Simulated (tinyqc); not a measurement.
What each parameter does: Gamma, L and X subbands of a thin body with non-parabolic valleys.

Hard walls, flat band, c = hbar^2/2m0, energies from the bulk Gamma edge. For a valley at angle theta to the normal 1/m_z = cos^2/ml + sin^2/mt and m_d = sqrt(ml mt^2/m_z). Subband n starts at E_v + e with e (1 + a e) = c (n pi/t)^2/m_z, and its density-of-states mass is taken as m_d (1 + 2 a e), without further growth at higher in-plane energy. Groups are named by valley and degeneracy.

n_i = g m/(2 pi c) kB T ln(1 + exp((EF - E_i)/kB T)), sum n_i = Ns (1e12/cm^2 = 1e-4/angstrom^2), c = hbar^2/2m0. Quantum capacitance Cq = 1602.176634 sum g m/(2 pi c) f_i in microfarad/cm^2 with f_i = 1/(1 + exp((E_i - EF)/kB T)); Cox = 34.5313/eot (one gate); C/Cox = Cq/(Cq + Cox), the centroid term left out.

Constants: hbar^2/2m0 = 3.80998211 eV angstrom^2; kB = 8.617333262e-05 eV/K.

Values chosen for the exercise (near those of a thin GaAs channel; shifted at random, so the results belong to these values and not to a real crystal):
- face = 110 (surface)
- mG = 0.0664 m0 (Gamma mass)
- aG = 0.57 1/eV (Gamma non-parabolicity)
- EL = 0.271 eV (L edge above Gamma)
- mL = (1.86, 0.072) m0 (L valleys (four, along <111>): ml, mt)
- EX = 0.409 eV (X edge above Gamma)
- mX = (1.267, 0.237) m0 (X valleys (three, along <100>): ml, mt)
- aS = 0.32 1/eV (non-parabolicity of L and X)
- Ns = 11 x 1e12/cm^2 (sheet density)
- T = 300 K (temperature)
- eot = 7 angstrom (equivalent oxide thickness)
- t = 24 angstrom (body thickness)

n = 1 to 8 of all groups.

One parameter was then changed.

Results before and after:

| case | lowest edge (eV) | EF (eV) | Gamma share (%) | C/Cox |
|---|---|---|---|---|
| base | 0.565 | 0.566 | 0.1 | 0.909 |
| changed | 0.565 | 0.581 | 0.1 | 0.929 |

Which of these changes was made? (a) T = 250 K; (b) aG = 0.4 1/eV; (c) t = 32 angstrom; (d) mG = 0.0764 m0; (e) Ns = 16.5 x 1e12/cm^2; (f) eot = 5 angstrom; (g) EL = 0.321 eV.

Answer: (e) Ns = 16.5 x 1e12/cm^2. Of the candidates, run in turn, only this one gives the changed row.

All candidates:

| case | lowest edge (eV) | EF (eV) | Gamma share (%) | C/Cox |
|---|---|---|---|---|
| base | 0.565 | 0.566 | 0.1 | 0.909 |
| t = 32 angstrom | 0.442 | 0.469 | 13.2 | 0.899 |
| mG = 0.0764 m0 | 0.565 | 0.566 | 1.1 | 0.910 |
| aG = 0.4 1/eV | 0.565 | 0.566 | 0.0 | 0.909 |
| EL = 0.321 eV | 0.565 | 0.577 | 0.1 | 0.903 |
| Ns = 16.5 x 1e12/cm^2 | 0.565 | 0.581 | 0.1 | 0.929 |
| eot = 5 angstrom | 0.565 | 0.566 | 0.1 | 0.877 |
| T = 250 K | 0.565 | 0.572 | 0.0 | 0.918 |

(tinyqc, `OMP_NUM_THREADS=1 python tinyqc.py 1250783 1250784 out.jsonl`, Intel(R) Xeon(R) Processor @ 2.30GHz, 1 thread, shared host, about 0.03 s.)
